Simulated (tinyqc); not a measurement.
## CMOS inverter, nodal equation and switching: effect of the n-channel threshold

An n-channel pull-down (bn, VTn) and a p-channel pull-up (bp, VTp) share the input Vin and the output node Vout, which carries the load C. Transistor (EKV form, voltages against the body): I = 2 n b Vt^2 [F(vp - Vs) - F(vp - Vd)] from drain to source, F(v) = ln^2(1 + exp(v/(2 Vt))), vp = (Vg - VT + sg |Vd - Vs|)/n. n-channel bodies are at 0; for the p-channel device all voltages are counted down from Vdd. b in uA/V^2 gives I in uA. Static: In = Ip. Transient: C dVout/dt = Ip - In. No velocity saturation, no gate capacitance beyond C.

VM solves In = Ip with Vin = Vout; VIL and VIH are the inputs of gain -1, NML = VIL - Vout(VIH), NMH = Vout(VIL) - VIH. For a step input the delay to Vdd/2 is tHL = C times the integral of dV/(In - Ip) from Vdd/2 to Vdd at Vin = Vdd, and tLH likewise with Ip - In from 0 to Vdd/2 at Vin = 0.

Inputs (values chosen for the exercise): temperature T = 350 K; supply voltage Vdd = 0.75 V; slope factor n = 1.25; drain-induced barrier lowering sg = 0.05; p-channel threshold (magnitude) VTp = 0.3 V; gain factor of the pull-down transistor bn = 390 uA/V^2; gain factor of the pull-up transistor bp = 510 uA/V^2; load capacitance C = 1.1 fF.

Constants: q = 1.602176634e-19 C, kB = 1.380649e-23 J/K, Vt = kB T/q. Results are converted to the units shown.

Results:
```
VTn (V)  VM (V)  gain at VM  NML (V)  NMH (V)  tHL (ps)  tLH (ps)
0.15     0.3161      -19.67   0.2114   0.3323     6.777     8.859
0.25     0.3614      -19.96   0.2734   0.3004     9.509     8.856
0.3      0.3843      -19.98   0.3036   0.2832     11.58     8.856
0.35     0.4072      -19.98   0.3334   0.2651     14.42     8.856
0.4      0.4303      -19.97   0.3626   0.2461     18.46     8.856
0.45     0.4535      -19.96   0.3911   0.2261     24.44     8.856
0.5      0.4768      -19.93   0.4191   0.2053     33.77     8.856
```

Estimate the missing row, VTn = 0.2 V.

Computed row:
```
VTn (V)  VM (V)  gain at VM  NML (V)  NMH (V)  tHL (ps)  tLH (ps)
0.2      0.3387      -19.90   0.2426   0.3167     7.961     8.857
```

With this row back in the table: As VTn goes from 0.15 to 0.5 V, VM rises from 0.316 to 0.477 V, the size of the gain goes from 19.7 through a maximum of 20.0 (at VTn = 0.3 and 0.35 V among the rows listed) to 19.9, tHL rises from 6.78 to 33.8 ps and tLH stays near 8.86 ps. The smaller margin is largest, 0.283 V, at VTn = 0.3 V among the rows. For VTn = 0.15 to 0.2 V the overdrive passes 0.5 V, where velocity saturation, left out here, would lengthen the delays of short devices.

Computed by the program tinyqc: `OMP_NUM_THREADS=1 python tinyqc.py 2340080 2340081 out.jsonl`, one thread of a shared Intel Xeon 2.30GHz, about 0.04 s for the whole run.
